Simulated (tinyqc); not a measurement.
Tunnelling through a two-layer gate stack, WKB transmission and Tsu-Esaki current: effect of temperature.

Electrons leave the emitter at x = 0. Energies E (motion across the layers) are in eV from the emitter Fermi level; the collector Fermi level lies at -V and offers states at every E. No charge in the dielectric and no image force: F1 = V/(t1 + t2 eps1/eps2), F2 = F1 eps1/eps2; U = phi1 - F1 x in layer 1 and phi2 - F1 t1 - F2 (x - t1) in layer 2. With C = hbar^2/(2 m0), kappa = sqrt(m (U - E)/C) where U > E and 0 elsewhere; T(E) = exp(-S), S = 2 times the integral of kappa over x.

Each layer adds (2/F) sqrt(m/C) [G(u at its left edge) - G(u at its right edge)] to S, with u = U - E (0 where negative) and G(u) = (2/3) u^1.5. J = J0 times the integral of T(E) N(E) dE, N = ln[(1 + exp(-E/Vt))/(1 + exp((-E - V)/Vt))], J0 = q^2 me m0 kB T/(2 pi^2 hbar^3) (times 1e-4 for A/cm^2 per eV), from E = -Ef to far above the barrier (T = 1 there), by quadrature converged to the digits shown. The share over the barrier is that of energies above the highest band edge; 0 means below 1e-6 %.

Parameters, values chosen for the exercise; layer 1 close to silicon nitride, layer 2 close to aluminium oxide: Fermi energy of the emitter above its band bottom Ef = 0.32 eV; emitter mass in the supply function me = 0.42 m0; barrier of layer 1 above the emitter Fermi level at zero bias phi1 = 2.11 eV; tunnelling mass of layer 1 m1 = 0.51 m0; thickness of layer 1 t1 = 1 nm; relative permittivity of layer 1 eps1 = 7.65; barrier of layer 2 at zero bias phi2 = 2.54 eV; tunnelling mass of layer 2 m2 = 0.4 m0; thickness of layer 2 t2 = 3.4 nm; relative permittivity of layer 2 eps2 = 8.68; voltage across the dielectric V = 1.5 V.

Constants: q = 1.602176634e-19 C, kB = 1.380649e-23 J/K, hbar = 1.054571817e-34 J s, m0 = 9.1093837015e-31 kg, Vt = kB T/q, hbar^2/(2 m0) = 0.0380998212 eV nm^2. Results are converted to the units shown.

Result of one run:
```
J (A/cm^2)  mean E of the current (eV)  share over the barrier (%)
1.966e-9                       -0.1192                           0
```

Which temperature T gave this result: 200, 300, 600 or 750 K?

T = 300 K.

The whole series:
```
T (K)  J (A/cm^2)  mean E of the current (eV)  share over the barrier (%)
50       1.680e-9                     -0.1429                           0
100      1.702e-9                     -0.1410                           0
200      1.795e-9                     -0.1332                           0
300      1.966e-9                     -0.1192                           0
400      2.247e-9                    -0.09704                           0
500      2.710e-9                    -0.06099                     7.06e-5
600      4.500e-9                      0.3760                       0.265
750      1.557e-6                       1.920                        5.19
```

Between 50 and 300 K the current changes by a factor of 1.17, and between 300 and 750 K by 792; the mean energy of the current rises from -0.143 to 1.92 eV. The transmission grows by a factor e over d = 0.0871 eV near E = 0, equal to kB T/q at 1010 K: far below that temperature the thermal tail adds little. At 750 K, 5.2 % of the current passes over the barrier.

Numbers from tinyqc (`OMP_NUM_THREADS=1 python tinyqc.py 2540016 2540017 out.jsonl`; about 0.04 s on one thread of a shared Intel Xeon 2.30GHz).
